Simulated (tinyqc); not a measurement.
# Capacitances from a Coulomb diamond

Question. A single-electron transistor has the bias V on its left lead and the right lead at 0 V. Its diamonds repeat every q/Cg in gate voltage, close at |V| = q/Cs with Cs = CL + CR + Cg, and have edges of slope dV/dVg = -Cg/CL and Cg/(Cs - CL). Find Cg, Cs, CL and CR.

Constants: q = 1.602176634e-19 C. Results are converted to the units shown.

gate period = 5.0068020 mV
bias at the tip of the diamond = 0.46847270 mV
slope dV/dVg of the rising edge = 0.15841584

Solution. The period gives Cg, the tip Cs, and the rising edge Cs - CL = CR + Cg.

Cg = 32.00 aF
Cs = 342.0 aF
CL = 140.0 aF
CR = 170.0 aF

tinyqc, about 0.01 s, one thread, Intel Xeon 2.30GHz (shared host): `OMP_NUM_THREADS=1 python tinyqc.py 2780123 2780124 out.jsonl`
